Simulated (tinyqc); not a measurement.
Inside a calculation. Model: Froehlich polaron in a polar crystal. Computed by tinyqc, a small Python program that keeps every step. Command: `OMP_NUM_THREADS=1 python tinyqc.py 3028796 3028797 out.jsonl frohlich walk`. One thread of a shared host (Intel(R) Xeon(R) Processor @ 2.30GHz), about 0.07 s of CPU time with the checks. Intermediate numbers are printed to about 5 digits and carried at full precision; extremes and crossings named in words are read from the listed rows.

One electron in a parabolic band of mass m*, coupled to dispersionless LO phonons in the continuum model. Energies are in units of hbar omega unless marked, wave numbers in k_0 = sqrt(2 m* omega/hbar).

Inputs (values chosen for the exercise, modelled on silicon carbide):

| quantity | value | unit |
|---|---|---|
| band mass m* | 0.344 | m_0 |
| LO phonon energy hbar omega | 115 | meV |
| eps_inf | 6.55 | - |
| static dielectric constant eps_s | 9.26 | - |
| temperature T | 200 | K |
| electron wave number k/k_0 | 0.5 | - |
| trial v | 4.6 | - |
| trial w | 1.5 | - |

Constants: hbar^2/(2 m_0) = 3.80998212 eV angstrom^2; e^2/(4 pi eps_0) = 14.39964548 eV angstrom; k_B = 8.617333262e-05 eV/K; hbar = 6.582119569e-16 eV s; e = 1.602176634e-19 C; m_0 = 9.1093837015e-31 kg.

## Coupling constant and length scale

1/eps* = 1/eps_inf - 1/eps_s; k_0 = sqrt(2 m* omega/hbar) = sqrt(m* hbar omega / (hbar^2/(2 m_0))) with m* in m_0; alpha = (e^2/(4 pi eps_0)) k_0/(2 eps* hbar omega); polaron length 1/k_0.

eps* = 22.381

k_0 = 0.10190 1/angstrom

coupling constant alpha = 0.28504

polaron length 1/k_0 = 9.8137 angstrom

Weak coupling: perturbation theory should serve.

## Second-order perturbation theory

At T = 0 and k < k_0: E(k) = (k/k_0)^2 - alpha arcsin(k/k_0)/(k/k_0); so E(0) = -alpha, 1/m_p = (1 - alpha/6)/m*, and the mean number of phonons in the cloud at k = 0 is alpha/2. The Lee-Low-Pines variational state gives the same E(0) and m_p = m* (1 + alpha/6).

energy shift at k = 0 = -32.780 meV

E(k) = -0.048494 hbar omega

m*/m_p, second order = 0.95249

m_p/m*, Lee-Low-Pines = 1.0475

phonons in the cloud = 0.14252

## Strong-coupling trial states

Landau-Pekar: the lattice follows the mean electron density. A Gaussian state exp(-b^2 r^2/2) gives E(b) = (3/2) b^2 - alpha b sqrt(2/pi) (b in k_0), minimised at b = alpha sqrt(2/pi)/3 to E = -alpha^2/(3 pi); a state exp(-b r) gives E(b) = b^2 - (5/8) alpha b, minimised at b = 5 alpha/16 to E = -25 alpha^2/256.

best b, Gaussian = 0.075810 k_0

E, Gaussian = -0.0086207 hbar omega

best b, exponential = 0.089075 k_0

E, exponential = -0.0079344 hbar omega

The Gaussian bound lies below -alpha only for alpha > 3 pi = 9.42; here it lies above, so the self-trapped state is the poorer bound.

## Feynman's energy at a trial point

Feynman's bound: E(v, w) = 3 (v - w)^2/(4 v) - (alpha v/sqrt(pi)) int_0^infinity e^-u D(u)^(-1/2) du, D = w^2 u + ((v^2 - w^2)/v)(1 - e^(-v u)); integrals by 80 Gauss-Legendre points in s from 0 to 1 with u = 40 s^2.

first term = 1.5668 hbar omega

E(v, w) = 1.1743 hbar omega

## Feynman's variational polaron

Minimise over v > w > 0 (simplex search); mass m_p/m* = 1 + (alpha v^3/(3 sqrt(pi))) int u^2 e^-u D^(-3/2) du.

best v = 3.03

best w = 2.96

E, Feynman = -0.28606 hbar omega

polaron energy, Feynman = -32.897 meV

m_p/m*, Feynman = 1.05

The bound lies 0.4 % below -alpha, and the mass is 1.00 times the Lee-Low-Pines value.

## Mobility at low temperature

Scattering by absorption of an LO phonon: 1/tau = 2 alpha omega n, n = 1/(exp(hbar omega/(k_B T)) - 1); mu = e tau/m*, the weak-coupling result for k_B T well below hbar omega.

phonon occupation n = 0.0012667

lifetime tau = 7926.0 fs

mobility = 40524 cm^2/(V s)

Caution: LO phonons are so rare at this T that impurities and acoustic phonons, left out here, limit the real mobility.

## All approximations against the coupling

Other columns: second order -alpha; Landau-Pekar Gaussian -alpha^2/(3 pi); Lee-Low-Pines mass 1 + alpha/6. The polaron energy in meV uses the given hbar omega.

Energies (hbar omega) and masses (m*):

| alpha | second order | Gaussian | Feynman | Feynman (meV) | mass, LLP | mass, Feynman | v | w |
|---|---|---|---|---|---|---|---|---|
| 0.071 | -0.071 | -5.3487e-04 | -0.071062 | -8.1722 | 1.0118 | 1.012 | 3.01 | 2.99 |
| 0.14 | -0.14 | -0.0020796 | -0.14024 | -16.128 | 1.0233 | 1.024 | 3.01 | 2.98 |
| 0.29 | -0.29 | -0.0089233 | -0.29105 | -33.471 | 1.0483 | 1.051 | 3.03 | 2.96 |
| 0.46 | -0.46 | -0.022451 | -0.46268 | -53.208 | 1.0767 | 1.082 | 3.05 | 2.94 |
| 3.5 | -3.5 | -1.2998 | -3.6885 | -424.18 | 1.5833 | 2.186 | 3.53 | 2.47 |
| 6.5 | -6.5 | -4.4829 | -7.3920 | -850.08 | 2.0833 | 9.746 | 5.16 | 1.73 |
| 9.5 | -9.5 | -9.5758 | -12.461 | -1433.0 | 2.5833 | 84.79 | 11.1 | 1.24 |
| 12 | -12 | -15.279 | -18.143 | -2086.5 | 3 | 281.6 | 18.6 | 1.13 |

All three energies are upper bounds (-alpha through the Lee-Low-Pines state), and the Feynman value is the lowest in every row. It lies within 5 % of -alpha up to alpha = 0.46; at alpha = 12 it is 1.19 times the Gaussian value, whose alpha^2 law it approaches with a constant shift of about -3 ln 2 - 3/4 = -2.83 (here -2.86). The mass stays within 10 % of 1 + alpha/6 up to alpha = 0.46 and reaches 282 m* in the last row; w falls from 2.99 towards 1 while v grows to 18.6.

Checks made by the program: second-order shift against the integral -(2 alpha/pi) int dq/(1 + q^2) (relative difference below 1e-10); v = w reduces the bound to -alpha (relative difference 1e-10).
